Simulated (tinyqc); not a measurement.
Rapid thermal processing of a wafer: radiative balance, ramp and cooling, pattern effects, pyrometer error and spike budget: one step, computed by the program tinyqc. Command: `OMP_NUM_THREADS=1 python tinyqc.py 3113424 3113425 out.jsonl rtp walk`. One thread of a shared host (Intel(R) Xeon(R) Processor @ 2.30GHz), about 0.04 s of CPU time with the checks.

The wafer is opaque and uniform through its thickness unless said otherwise; temperatures in formulas are in kelvin (C + 273.15). sigma = 5.670374419e-12 W/(cm^2 K^4).

Task: Pattern effect. At steady state a sinusoidal change of absorbed power of relative amplitude a and period p gives the temperature amplitude a q/(dq/dT + k d (2 pi/p)^2); healing length l = sqrt(k d/(dq/dT)); process change = E_a dT/(k_B T^2). Emissivity is taken as unchanged.

Inputs (values chosen for the exercise, modelled on a hot silicon wafer):
```
quantity                                        value        unit
wafer thickness d                                 775  micrometre
thermal conductivity k                           0.23    W/(cm K)
wall temperature T_w                              350           K
process temperature                               642           C
relative change of absorptivity over a pattern     14           %
period of the pattern                            0.98          mm
activation energy of the process E_a             3.66          eV
```

dq/dT = 15.26838 mW/(cm^2 K)

holding power q = 3.998617 W/cm^2

Constants: k_B = 8.617333262e-05 eV/K.

Give: healing length l; amplitude without lateral conduction; amplitude; change of the process rate.

Result:

healing length l = 10.80 mm

amplitude without lateral conduction = 36.66 K

amplitude = 0.007639 K

change of the process rate = 0.03874 %

Lateral conduction cuts the amplitude to 0.021 %, since p/(2 pi l) = 0.014.
